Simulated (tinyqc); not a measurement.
# Composition from the perpendicular lattice constant

Question. The layer is x parts of the first compound and 1 - x of the second, grown coherently on the second as substrate and barrier. Rows of the table: lattice constant a, average valence level Ea on an absolute scale, spin-orbit splitting so, gaps at Gamma, X and L, hydrostatic deformation potentials av and ac (Gamma), shear potential b, elastic constants, electron and heavy-hole (along z) masses. All are interpolated linearly in x; gaps get -C x (1 - x), taken wholly in the conduction band; real line-ups can differ from this model by 0.1 eV or more. In-plane strain e = (a_substrate - a)/a, e_z = -2 (c12/c11) e, volume change 2 e + e_z. X-ray diffraction gives a_z = a (1 + e_z) of the coherent layer. Find x, e and the relaxed Gamma gap.

Values chosen for this exercise:
```
symbol  value  unit                  meaning
CG       0.37    eV  bowing of the Gamma gap
CX      0.055    eV      bowing of the X gap
CL          0    eV      bowing of the L gap
```

Binary compounds, values chosen for the exercise:
```
,close to AlAs,close to GaAs
a (angstrom),5.661,5.653
Ea (eV),-7.49,-6.92
so (eV),0.283,0.341
EG (eV),2.97,1.43
EX (eV),2.17,1.91
EL (eV),2.32,1.72
av (eV),2.46,1.16
ac (eV),-5.7,-7.26
b (eV),-1.51,-1.69
c11 (GPa),124,118
c12 (GPa),53.2,54.5
me (m0),0.149,0.0676
mh (m0),0.465,0.353
```

lattice constant along the growth direction = 5.66395093 angstrom

Solution. a_z changes steadily with x, about (1 + 2 c12/c11) times as fast as the relaxed lattice constant, so one composition matches.

x = 0.7300
e = -0.1032 %
relaxed Gamma gap = 2.481 eV

Numbers from tinyqc (`OMP_NUM_THREADS=1 python tinyqc.py 2690122 2690123 out.jsonl`; about 0.01 s on one thread of a shared Intel Xeon 2.30GHz).
